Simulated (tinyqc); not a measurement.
From results back to parameters: free and nearly free electrons in a metal. Two cases, with inputs chosen for the exercise.

Problem. A free-electron metal with 4 atoms in the cubic cell and z electrons an atom has EF = c kF^2/m, (hbar omega_p)^2 = 8 pi c (e^2/(4 pi eps0)) n/m and kF = (3 pi^2 n)^(1/3), c = hbar^2/2m0.

Constants: hbar^2/2m0 = 3.80998211 eV angstrom^2; e^2/(4 pi eps0) = 14.39964547 eV angstrom.

Case 1.

Values chosen (out of a larger set: near those of Co, whose d bands this model ignores; not measured data): a = 3.556 angstrom (fcc lattice constant).

EF = 11.53471 eV
hbar omega_p = 15.66245 eV

Case 2.

Values chosen (out of a larger set: near those of Ca; not measured data): a = 5.56 angstrom (fcc lattice constant).

EF = 4.71825 eV
hbar omega_p = 8.01106 eV

Find: kF; m; z.

Solution. (hbar omega_p)^2/EF = (8/(3 pi)) (e^2/(4 pi eps0)) kF gives kF; EF then gives m, and n = kF^3/(3 pi^2) gives z.

Case 1.

kF = 1.7400 1/angstrom
m = 1.00 m0
z = 2.00

Case 2.

kF = 1.1128 1/angstrom
m = 1.00 m0
z = 2.00

Computed by tinyqc, one run a case: `OMP_NUM_THREADS=1 python tinyqc.py N N+1 out.jsonl` with N = 1651390, 1651405; one thread of a shared Intel(R) Xeon(R) Processor @ 2.30GHz, about 0.01 s a run at most.
